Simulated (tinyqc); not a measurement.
Elastic trap-assisted tunnelling through a dielectric: one step of the calculation.

Emitter at x = 0 (Fermi level 0), collector at x = t (Fermi level -V), band edge U(x) = phi - F x, F = V/t. A trap at x has the energy E = U(x) - Et. With G(u) = (4/(3 F)) sqrt(mo/C) max(u, 0)^1.5, C = hbar^2/(2 m0): S1 = G(phi - E) - G(Et), S2 = G(Et) - G(phi - V - E), T1,2 = exp(-S1,2). The steady rate through one trap is nu T1 T2 (f1 - f2)/(T1 + T2), f1 = f(E), f2 = f(E + V), f(y) = 1/(1 + exp(y/Vt)); both contacts offer states at E.

Task. Rate through a trap near the best position. n equally spaced x from xa to xb, where nearly all of the current flows; J = q Nt times the integral of the rate, by Simpson's rule.

Values chosen for this exercise; dielectric values close to those of silicon dioxide: temperature T = 300 K; barrier above the emitter Fermi level phi = 3.04 eV; tunnelling mass mo = 0.51 m0; thickness t = 3.8 nm; trap depth below the band edge of the dielectric Et = 2.15 eV; trap density Nt = 4.6e17 cm^-3; attempt frequency nu = 1e14 1/s; points of the grid n = 11; voltage V = 2.85 V; left end of the grid xa = 0.92 nm; right end of the grid xb = 2.04 nm.

Constants: q = 1.602176634e-19 C, kB = 1.380649e-23 J/K, hbar = 1.054571817e-34 J s, m0 = 9.1093837015e-31 kg, Vt = kB T/q, hbar^2/(2 m0) = 0.0380998212 eV nm^2. Results are converted to the units shown.

Wanted: x; E; S1; S2; f1 - f2; rate; J.

Result.

x, point 0 to 10 (nm): [0.9200, 1.0320, 1.1440, 1.2560, 1.3680, 1.4800, 1.5920, 1.7040, 1.8160, 1.9280, 2.0400]
E, point 0 to 10 (eV): [0.20000, 0.11600, 0.03200, -0.05200, -0.13600, -0.22000, -0.30400, -0.38800, -0.47200, -0.55600, -0.64000]
S1, point 0 to 10: [10.625, 12.016, 13.428, 14.859, 16.310, 17.780, 19.269, 20.777, 22.304, 23.849, 25.412]
S2, point 0 to 10: [20.505, 20.374, 20.096, 19.731, 19.294, 18.797, 18.247, 17.647, 17.002, 16.314, 15.587]
f1 - f2, point 0 to 10: [4.3647e-4, 0.011128, 0.22482, 0.88199, 0.99484, 0.99980, 0.99999, 1.0000, 1.0000, 1.0000, 1.0000]
rate, point 0 to 10 (1/s): [54.294, 1577.6, 42024, 2.3618e5, 3.9530e5, 5.0383e5, 3.1483e5, 90783, 20484, 4388.9, 919.81]
J = 0.0013464 A/cm^2

Range of the model: Phonon-assisted (inelastic) capture, chains of traps and a spread of trap depths are left out.

Numbers from tinyqc (`OMP_NUM_THREADS=1 python tinyqc.py 2370060 2370061 out.jsonl`; about 0.04 s on one thread of a shared Intel Xeon 2.30GHz).
